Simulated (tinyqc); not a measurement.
# Elastic trap-assisted tunnelling through a dielectric: effect of the trap depth

Emitter at x = 0 (Fermi level 0), collector at x = t (Fermi level -V), band edge U(x) = phi - F x, F = V/t. A trap at x has the energy E = U(x) - Et. With G(u) = (4/(3 F)) sqrt(mo/C) max(u, 0)^1.5, C = hbar^2/(2 m0): S1 = G(phi - E) - G(Et), S2 = G(Et) - G(phi - V - E), T1,2 = exp(-S1,2). The steady rate through one trap is nu T1 T2 (f1 - f2)/(T1 + T2), f1 = f(E), f2 = f(E + V), f(y) = 1/(1 + exp(y/Vt)); both contacts offer states at E.

J = q Nt times the integral of the rate over x. Direct S = (4/(3 F)) sqrt(mo/C) [phi^1.5 - max(phi - V, 0)^1.5].

Inputs (values chosen for the exercise); dielectric values close to those of hafnium oxide:
```
symbol   value   unit                                meaning
T          300      K                            temperature
phi       1.51     eV  barrier above the emitter Fermi level
mo        0.19     m0                        tunnelling mass
t          7.2     nm                              thickness
Nt      1.9e17  cm^-3                           trap density
nu        1e14    1/s                      attempt frequency
V         1.24      V                                voltage
```

Constants: q = 1.602176634e-19 C, kB = 1.380649e-23 J/K, hbar = 1.054571817e-34 J s, m0 = 9.1093837015e-31 kg, Vt = kB T/q, hbar^2/(2 m0) = 0.0380998212 eV nm^2. Results are converted to the units shown.

The same in every row: direct S = 29.7.

Results:
```
Et (eV)  J (A/cm^2)  x of the peak over t  larger S there
0.68        4.37e-5                 0.639            21.2
0.8         5.73e-4                 0.542            18.5
0.92        0.00638                 0.453            15.9
1.05         0.0186                 0.412            15.5
1.17        0.00855                 0.418            16.7
1.42        9.67e-4                 0.436            18.7
1.54        3.75e-4                 0.441            19.6
1.66        1.54e-4                 0.446            20.4
```

Estimate the missing row, Et = 1.29 eV.

Computed row:
```
Et (eV)  J (A/cm^2)  x of the peak over t  larger S there
1.29        0.00292                 0.427            17.7
```

With this row back in the table: J goes from 4.37e-5 through a maximum of 0.0186 (at Et = 1.05 eV among the rows listed) to 1.54e-4 A/cm^2. Shallow traps near the emitter lie above its Fermi level and stay empty, while deep traps face higher barriers, so a middle depth conducts best.

Range of the model: Phonon-assisted (inelastic) capture, chains of traps and a spread of trap depths are left out.

Numbers from tinyqc (`OMP_NUM_THREADS=1 python tinyqc.py 2370159 2370160 out.jsonl`; about 0.06 s on one thread of a shared Intel Xeon 2.30GHz).
